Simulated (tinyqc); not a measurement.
Power law or saturation: oxide trap near a transistor channel: two-state multiphonon kinetics, telegraph noise and bias instability. Computed by tinyqc, a small Python program. Command: `OMP_NUM_THREADS=1 python tinyqc.py 3016701 3016702 out.jsonl oxidetrap walk`. One thread of a shared host (Intel(R) Xeon(R) Processor @ 2.30GHz), about 0.01 s of CPU time with the checks.

An n-channel device under positive gate bias. The trap is empty (state 1) or holds an electron (state 2); both states are parabolas of equal curvature, and the electron reservoir is taken at the Fermi level of the channel.

Inputs (values chosen for the exercise, with an insulator like Si3N4 on silicon): attempt rate k_0 at the interface = 1e+12 1/s; temperature T = 450 K; mean capture barrier mu_c = 1 eV; spread of the barriers s_c = 0.25 eV; saturation shift dV_max = 190 mV.

Parts treated: one trap and an ensemble.

Constants: k_B = 8.617333262e-05 eV/K.

Method. For a normal spread of capture barriers (given for the stress field, with depth and field not resolved, k_0 being taken as the effective rate of the ensemble), traps with barrier below k_B T ln(k_0 t) are filled: dV(t) = (dV_max/2) erfc((mu_c - k_B T ln(k_0 t))/(sqrt(2) s_c)); local exponent n = d ln dV/d ln t (central difference, factor 1.01 in t). The extrapolation continues the power law fitted through 10 s and 1000 s.

Against stress time:
```
t (s)     shift (mV)  local exponent  power law (mV)  shift at T + 50 K (mV)
1.00e-03       41.05      2.1037e-01           92.40                   63.49
1.00e-01       89.60      1.3088e-01          113.97                  122.08
1.00e+01      140.58      6.8011e-02          140.58                  166.59
1.00e+03      173.41      2.6987e-02          173.41                  185.17
1.00e+05      186.36      7.3786e-03          213.90                  189.43
1.00e+07      189.49      1.2801e-03          263.84                  189.96
3.00e+08      189.91      2.5558e-04          308.07                  190.00
```

What does the comparison show, and why?

The exponent falls from 0.210 to 0.000 as the front climbs the distribution, so the power law overstates the shift at 3e8 s (about ten years) by a factor 1.62. Heating by 50 K raises the shift at 1000 s by a factor 1.07: time and temperature enter only through T ln(k_0 t).
